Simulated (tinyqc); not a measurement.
Inputs raised by 10 %, one at a time: precursor delivery by bubblers, mass-transport growth and the solid composition of a III-V alloy. Computed by tinyqc, a small Python program. Command: `OMP_NUM_THREADS=1 python tinyqc.py 3017618 3017619 out.jsonl movpe_thermo sens`. One thread of a shared host (Intel(R) Xeon(R) Processor @ 2.30GHz), about 0.01 s of CPU time with the checks.

1 sccm = 44.615 micromol/min; 1 torr = 133.322 Pa. The sources decompose fully at the surface.

Inputs (values chosen for the exercise, modelled on trimethylgallium (source 1) and trimethylindium (source 2) for the vapour pressures): bath temperature T1 = 264 K; bath temperature T2 = 298 K; bubbler pressure p_b = 1000 torr; carrier flow F1 = 24 sccm; carrier flow F2 = 230 sccm; total flow F_t = 4.2 slm; group-V flow F_V = 41 sccm; reactor pressure p = 76 torr; growth temperature T = 840 K; diffusivity at 273 K and 760 torr = 0.49 cm^2/s; flow cross-section A = 18 cm^2; distance from the leading edge z = 7.3 cm; lattice constant a = 5.92 angstrom; interaction L0 of the solid = 9.66 kJ/mol; vapour fraction x_v of D among the group-V sources = 0.23; exchange energy dG_x of AC + (1/2) D2 -> AD + (1/2) C2 = 14 kJ/mol.

Alloy: mixing on the group-V sites.

constants a, b of source 1 (log10 torr, K): [8.09, 1703]

constants a, b of source 2 (log10 torr, K): [10.56, 3014]

Constants: k_B = 1.380649e-23 J/K; R = 8.314462618 J/(mol K).

Method:
- log10 p_v = a - b/T_bath; molar flow = F x 44.615 x p_v/(p_b - p_v) for a saturated bubbler.
- p_i = p n_i/(44615 F_t), F_t in slm; p_V = p F_V/(1000 F_t), counted per molecule supplied; V/III = 44.615 F_V/(n1 + n2); vapour fraction of source 2 = n2/(n1 + n2).
- Mean velocity u = (F_t/A)(760/p)(T/273); D = D0 (T/273)^1.75 (760/p); boundary layer delta = sqrt(pi D z/u); flux = D dp/(delta k_B T); growth rate = flux x a^3/4.
- At high V/III the group-V pressures at the surface equal those supplied, as dimers: p_D2/p_C2 = x_v/(1 - x_v). Equilibrium of the solid AC(1-x)D(x), A standing for the mix of both group-III metals: ln[x/(1 - x)] + L0 (1 - 2x)/(R T) = -dG_x/(R T) + (1/2) ln[x_v/(1 - x_v)]. Growth rate = rate per torr x (p_1 + p_2). Sensitivity dx/dx_v = [1/(2 x_v (1 - x_v))]/[1/(x (1 - x)) - 2 L0/(R T)].

Runs:
```
input moved                                                      from     to  V/III ratio  vapour fraction of source 2  solid fraction x  growth rate (micrometre/h)
base run                                                            -      -        23.60                       0.3706           0.01910                        9.12
bath temperature T2 (K)                                           298  327.8         6.26                       0.8332           0.01910                       34.42
carrier flow F1 (sccm)                                             24   26.4        22.20                       0.3487           0.01910                        9.70
carrier flow F2 (sccm)                                            230    253        22.76                       0.3931           0.01910                        9.46
total flow F_t (slm)                                              4.2   4.62        23.60                       0.3706           0.01910                        8.70
group-V flow F_V (sccm)                                            41   45.1        25.96                       0.3706           0.01910                        9.12
growth temperature T (K)                                          840    924        23.60                       0.3706           0.02613                        9.46
exchange energy dG_x of AC + (1/2) D2 -> AD + (1/2) C2 (kJ/mol)    14   15.4        23.60                       0.3706           0.01553                        9.12
```

Exponents ln(y'/y) / ln(x'/x):
```
input                                                   V/III ratio  vapour fraction of source 2  solid fraction x  growth rate
bath temperature T2                                         -13.931                        8.499             0.000       13.931
carrier flow F1                                              -0.640                       -0.640             0.000        0.640
carrier flow F2                                              -0.382                        0.618             0.000        0.382
total flow F_t                                                0.000                        0.000             0.000       -0.500
group-V flow F_V                                              1.000                        0.000             0.000        0.000
growth temperature T                                          0.000                        0.000             3.291        0.375
exchange energy dG_x of AC + (1/2) D2 -> AD + (1/2) C2        0.000                        0.000            -2.169        0.000
```

To which inputs is each result most sensitive?

Among the inputs moved here: V/III ratio answers most in size to bath temperature T2 (exponent -13.931), next to group-V flow F_V (+1.000); its exponent is below 0.0005 for total flow F_t, growth temperature T, exchange energy dG_x of AC + (1/2) D2 -> AD + (1/2) C2. Vapour fraction of source 2 answers most in size to bath temperature T2 (exponent +8.499), next to carrier flow F1 (-0.640); its exponent is below 0.0005 for total flow F_t, group-V flow F_V, growth temperature T, exchange energy dG_x of AC + (1/2) D2 -> AD + (1/2) C2. Solid fraction x answers most in size to growth temperature T (exponent +3.291), next to exchange energy dG_x of AC + (1/2) D2 -> AD + (1/2) C2 (-2.169); its exponent is below 0.0005 for bath temperature T2, carrier flow F1, carrier flow F2, total flow F_t, group-V flow F_V. growth rate answers most in size to bath temperature T2 (exponent +13.931), next to carrier flow F1 (+0.640); its exponent is below 0.0005 for group-V flow F_V, exchange energy dG_x of AC + (1/2) D2 -> AD + (1/2) C2. Its exponent -0.500 in total flow F_t: dilution as 1/F_t against a thinner boundary layer. Its exponent 0.000 in group-V flow F_V: group III limits the rate.

Caution (all rows): the boundary layer is a quarter or more of the root of the cross-section, so it fills much of the channel and depletion along the flow matters. Caution (rows bath temperature T2): so low a V/III ratio is near the limit of smooth growth, and depletion of group V, left out here, shifts the composition.

Extremes, crossings and ranges named in words are read from the listed rows.
